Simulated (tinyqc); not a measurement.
Carrier lifetime of an n-type layer with SRH, radiative, Auger and surface recombination: one step of the calculation.

Uniform excess density dn = dp (no trapping), n = n0 + dn, p = p0 + dn, Boltzmann statistics, full ionisation. Surfaces enter as a rate 2 S dn/d, which holds while diffusion to them is fast.

Question. New dn. With e = n p - ni^2 = dn (n0 + p0 + dn): U_SRH = e/(tp0 (n + n1) + tn0 (p + p1)), U_rad = B e, U_Aug = (Cn n + Cp p) e, U_s = 2 S dn/d. Newton step on ln U(ln dn) = ln G, U the sum: k = d ln U/d ln dn (central difference over factors 1.0001), dn(new) = dn (G/U)^(1/k).

Inputs (values chosen for the exercise); band and dielectric values close to those of silicon:

| symbol | value | unit | meaning |
|---|---|---|---|
| B | 4.7e-15 | cm^3/s | radiative coefficient |
| Cn | 3.7e-31 | cm^6/s | Auger coefficient (two electrons) |
| Cp | 1.7e-31 | cm^6/s | Auger coefficient (two holes) |
| S | 6000 | cm/s | surface recombination velocity (both faces) |
| d | 1 | um | sample thickness |
| G | 1.7e21 | cm^-3 s^-1 | generation rate |

dn at the start = 7e11 cm^-3
n0 = 7.8e16 cm^-3
p0 = 0.091038887 cm^-3
n1 = 7.1074715e8 cm^-3
p1 = 9.9909415e6 cm^-3
tn0 = 2.2799818e-6 s
tp0 = 6.8399453e-7 s

Give: U_SRH; U_rad; U_Aug; U_s; k; dn after iteration 1.

Answer.

U_SRH = 1.023e18 cm^-3 s^-1
U_rad = 2.566e14 cm^-3 s^-1
U_Aug = 1.576e15 cm^-3 s^-1
U_s = 8.400e19 cm^-3 s^-1
k = 1.000
dn after iteration 1 = 1.400e13 cm^-3

Numbers from tinyqc (`OMP_NUM_THREADS=1 python tinyqc.py 2300016 2300017 out.jsonl`; about 0.01 s on one thread of a shared Intel Xeon 2.30GHz).
